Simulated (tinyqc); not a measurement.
## CMOS latch-up, two-transistor model: effect of the current gain of the pnp

A parasitic pnp (emitter at Vdd, base shunted by Rw) and npn (emitter at ground, base shunted by Rs) feed each other: the npn collector current flows out of the pnp base node, the pnp collector current into the npn base node. Forward-active transistors with constant gains: Icn = Isn exp(Vn/Vt), Icp = Isp (exp(Vp/Vt) - 1). A current Ii is injected into the npn base node.

Node equations: Vp/Rw + Icp/bp = Icn and Vn/Rs + Icn/bn = Icp + Ii. Loop gain G = gn gp/[(1/Rw + gp/bp)(1/Rs + gn/bn)], gn = Icn/Vt, gp = (Icp + Isp)/Vt; the off state ends where G = 1, and Ii there is the trigger current. On state with both base-emitter voltages at Von: npn base current Ib = (Von/Rs + bp Von/Rw)/(bn bp - 1), holding current Ih = (bn + 1) Ib + Von/Rs, holding voltage Vh = Vsat + Von + R2 (Ib + Von/Rs).

Parameters, values chosen for the exercise; values close to those of bulk CMOS: temperature T = 325 K; current gain of the npn bn = 12.7; saturation current of the npn at T Isn = 2.9e-14 A; saturation current of the pnp at T Isp = 3.5e-13 A; substrate resistance shunting the npn Rs = 310 ohm; well resistance shunting the pnp Rw = 860 ohm; resistance from the pnp collector to the npn base R2 = 470 ohm; base-emitter voltage in the on state Von = 0.69 V; saturation voltage Vsat = 0.15 V; supply voltage Vdd = 0.9 V.

Constants: q = 1.602176634e-19 C, kB = 1.380649e-23 J/K, Vt = kB T/q. Results are converted to the units shown.

Effect of the current gain of the pnp:
```
bp	Vn at trigger (V)	trigger current (mA)	Ih (mA)	Vh (V)
0.094	0.7304	2.327	164.9	7.467
0.19	0.6783	2.199	25.28	2.677
0.38	0.6663	2.181	11.29	2.197
0.75	0.6642	2.177	6.770	2.042
1.5	0.6634	2.175	4.829	1.975
3	0.6631	2.174	3.937	1.945
6	0.6630	2.174	3.508	1.930
12	0.6629	2.174	3.298	1.923
```

As bp goes from 0.094 to 12, the trigger current falls from 2.33 to 2.17 mA, Ih falls from 165 to 3.30 mA and Vh falls from 7.47 to 1.92 V. Vh exceeds the supply Vdd = 0.9 V, which then cannot sustain a latched state, in 8 of the 8 rows. For bp = 0.047 the product of the gains is about one or less, so there is no latched state. For bp = 0.094 the holding current passes 50 mA, where high injection lowers the gains. For bp = 0.094 Vn at the trigger exceeds the fixed Von of the on-state formulas, so Ih and Vh are too low there.

tinyqc, about 0.06 s, one thread, Intel Xeon 2.30GHz (shared host): `OMP_NUM_THREADS=1 python tinyqc.py 2670121 2670122 out.jsonl`
